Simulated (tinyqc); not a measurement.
Inside a calculation. Method: CIS and TDHF on RHF in the sto-3g basis, for H4, spin multiplicity 1. One step of it, computed by the program tinyqc.

Problem. CIS triplet states. Diagonalise A (1 hartree = 27.211386 eV); each vector has its largest component positive (the first on a tie).

CIS matrix A, triplet (hartree), order 1>3, 1>4, 2>3, 2>4:
```
[[0.713818, 0.000235, -0.000151, -0.153495],
 [0.000235, 1.471597, -0.153495, 0.000220],
 [-0.000151, -0.153495, 0.415846, -0.000237],
 [-0.153495, 0.000220, -0.000237, 1.221490]]
```

Give: triplet excitation energies; lowest vectors.

Solution.

triplet excitation energies (eV): [10.7208, 18.2593, 34.4031, 40.6391]

lowest vectors, order 1>3, 1>4, 2>3, 2>4:
```
[[0.0005, 0.9633, -0.2686, 0.0002],
 [0.1410, -0.0005, -0.0008, 0.9900],
 [0.9900, -0.0005, -0.0001, -0.1410],
 [0.0003, 0.2686, 0.9633, 0.0008]]
```
